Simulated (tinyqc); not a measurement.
Sp3 tight binding, zinc-blende lattice, step by step. One step of it, computed by the program tinyqc.

Problem. Bloch Hamiltonian at G. Slater-Koster rules over the four bonds with direction cosines (l, m, n): ss V_ss; s-px l V_sp; px-s -l V_sp; px-px l^2 V_pps + (1 - l^2) V_ppp; px-py l m (V_pps - V_ppp); each times exp(i k.d).

Parameters chosen for this model: zinc-blende lattice, anion at 0, cation at a/4 (1,1,1); V = eta hbar^2 / (m d^2), hbar^2/m = 7.619964 eV angstrom^2:
```
parameter          value      unit
a               5.150000  angstrom
d               2.230015  angstrom
Es anion      -13.120000        eV
Ep anion       -6.640000        eV
Es cation     -13.120000        eV
Ep cation      -6.640000        eV
eta ss         -1.400000
eta sp          1.840000
eta pp sigma    3.240000
eta pp pi      -0.810000
V ss           -2.145187        eV
V sp            2.819389        eV
V pp sigma      4.964576        eV
V pp pi        -1.241144        eV
```

k point G (2 pi / a): 0  0  0

Give: H(k) at G.

Solution.

H(k) at G (eV), lower triangle:
```
          a s    a px    a py    a pz      c s    c px    c py    c pz
a s   -13.120
a px    0.000  -6.640
a py    0.000   0.000  -6.640
a pz    0.000   0.000   0.000  -6.640
c s    -8.581   0.000   0.000   0.000  -13.120
c px    0.000   3.310   0.000   0.000    0.000  -6.640
c py    0.000   0.000   3.310   0.000    0.000   0.000  -6.640
c pz    0.000   0.000   0.000   3.310    0.000   0.000   0.000  -6.640
```
